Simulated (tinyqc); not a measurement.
Pressure and uniformity: chemical vapour deposition: Grove model, boundary layer, depletion and step coverage. Computed by tinyqc, a small Python program. Command: `OMP_NUM_THREADS=1 python tinyqc.py 3000439 3000440 out.jsonl cvd walk`. One thread of a shared host (Intel(R) Xeon(R) Processor @ 2.30GHz), about 0.04 s of CPU time with the checks.

A precursor diffuses to the surface and reacts there at first order; each molecule that reacts adds one formula unit of film.

Inputs (values chosen for the exercise, close to those used for silicon dioxide from an alkoxysilane):
```
quantity                                       value                unit
prefactor k0 of k_s                          1.4e+09                cm/s
activation energy E                             1.89                  eV
temperature T                                    670                   C
total pressure p                                0.23                torr
mole fraction of the precursor Y               0.075                   -
gas diffusivity D0 at 273.15 K and 760 torr     0.52              cm^2/s
film density N                               2.2e+22  formula units/cm^3
precursor mass M                                 208                   u
wafer radius R                                    15                  cm
wafer spacing s                                 0.94                  cm
```

Reactor: wafer stack, low pressure.

Constants: k_B = 1.380649e-23 J/K; u = 1.6605390666e-27 kg; k_B = 8.617333262e-05 eV/K.

Method:
- k_s = k0 exp(-E/(k_B T)); C_g = Y p/(k_B T), 1 torr = 133.322 Pa; D = D0 (T/273.15)^1.75 (760/p).
- Temperatures in kelvin are T(C) + 273.15.
- Mean speed c = sqrt(8 k_B T/(pi M)); reactive sticking probability beta = 4 k_s/c.
- Between two wafers the gas diffuses inward and reacts on both faces: (D/r) d/dr (r dC/dr) = 2 k_s C/s, so C(r)/C_g = I0(phi r/R)/I0(phi) with phi^2 = 2 k_s R^2/(s D); G(r) = k_s C(r)/N, 1 cm/s = 6e8 nm/min; the mean over the wafer is eta = 2 I1(phi)/(phi I0(phi)).

gas diffusivity D = 15028.1 cm^2/s

surface rate constant k_s = 0.111378 cm/s

precursor density C_g = 1.76615e+14 1/cm^3

Effect of the total pressure at fixed Y:
```
p (torr)  D (cm^2/s)     phi  centre/edge  G at the edge (nm/min)
0.05      6.9129e+04  0.0278      0.99981              1.1663e-01
0.1       3.4565e+04  0.0393      0.99961              2.3325e-01
0.3       1.1522e+04  0.0680      0.99884              6.9976e-01
1         3.4565e+03  0.1242      0.99615              2.3325e+00
3         1.1522e+03  0.2151      0.98853              6.9976e+00
10        3.4565e+02  0.3928      0.96252              2.3325e+01
30        1.1522e+02  0.6803      0.89359              6.9976e+01
100       3.4565e+01  1.2420      0.70202              2.3325e+02
```

What does the comparison show, and why?

D scales as 1/p and phi as sqrt(p), while the edge rate grows as p. The centre stays within 5 % of the edge up to 10 torr: low pressure trades rate for uniformity and lets wafers stand close together. Caution: at the lowest pressures the mean free path exceeds the wafer spacing, so D stops growing as 1/p.

Extremes, crossings and ranges named in words are read from the listed rows.
